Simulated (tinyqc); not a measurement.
# Changing the critical dose Q_c

Model: permeation of metal atoms or ions through a thin barrier or dielectric: time lag, field-aided drift and lifetime. Computed by tinyqc, a small Python program. Command: `OMP_NUM_THREADS=1 python tinyqc.py 3031314 3031315 out.jsonl barrier sweep`. One thread of a shared host (Intel(R) Xeon(R) Processor @ 2.30GHz), about 0.03 s of CPU time with the checks.

The film 0 < x < d is empty at first; C = C0 at x = 0 and C = 0 at x = d. dC/dt = D d2C/dx2 - v dC/dx with drift v = D z e V/(k_B T d) (uniform field, no space charge).

Inputs (values chosen for the exercise, for a model case: singly charged ions through a dielectric):
```
quantity                                   value    unit
thickness d                                   22      nm
prefactor D0                             7.8e-10  cm^2/s
activation energy E                        0.777      eV
concentration at the source side C0      1.2e+14  1/cm^3
charge number z                                1       -
voltage V (positive drives ions across)    -0.03       V
test temperature T                           275       C
use temperature T_u                          100       C
```

Constants: k_B = 8.617333262e-05 eV/K.

Method:
- D = D0 exp(-E/(k_B T)); time scale d^2/D; Peclet number P = z V/(k_B T), k_B T in eV; 1 nm = 1e-7 cm.
- Temperatures in kelvin are T(C) + 273.15.
- Steady flux J = (D C0/d) P/(1 - exp(-P)); time lag in units of d^2/D: s_L = [P (1 + exp(-P))/(1 - exp(-P)) - 2]/P^2 (P = 0: J = D C0/d, s_L = 1/6).
- Dose through the film Q(s) = C0 d {f (s - s_L) - 2 exp(P/2) sum_(n=1..200) (-1)^n n^2 pi^2 exp(-l_n s)/l_n^2}, l_n = n^2 pi^2 + P^2/4, f = P/(1 - exp(-P)) the relative flux.
- Solve Q = Q_c for s. At the use temperature D and P take T_u, with the same C0 and V; 1 year = 3.15576e7 s.

One run for each value:
```
critical dose Q_c (1/cm^2)  failure time at T (s)  s at the critical dose  failure time at T_u (years)
7.00e+05                               7.1295e+03              8.2498e-02                   5.2518e-01
7.00e+06                               1.4076e+04              1.6288e-01                   1.0620e+00
7.00e+07                               4.6234e+04              5.3499e-01                   3.6940e+00
7.00e+08                               3.3441e+05              3.8696e+00                   2.7896e+01
7.00e+09                               3.2154e+06              3.7206e+01                   2.6989e+02
7.00e+10                               3.2025e+07              3.7057e+02                   2.6898e+03
7.00e+11                               3.2012e+08              3.7043e+03                   2.6889e+04
```

Over the rows, failure time at T (s) rises from 7130 to 3.20e8 (exponent d ln y / d ln x 0.30 between the first rows and 1.00 between the last); s at the critical dose rises from 0.0825 to 3700 (exponent d ln y / d ln x 0.30 between the first rows and 1.00 between the last); failure time at T_u (years) rises from 0.525 to 26900 (exponent d ln y / d ln x 0.31 between the first rows and 1.00 between the last). At the high end the exponent of failure time at T is 1.00, close to 1: steady flow.

Caution (all rows): a prefactor D0 below 1e-9 cm^2/s is far smaller than atomic jumps suggest; it only fixes the time scale here. Caution (all rows): grain boundaries, pinholes, trapping and space charge are left out; thin real barriers usually fail at defects.
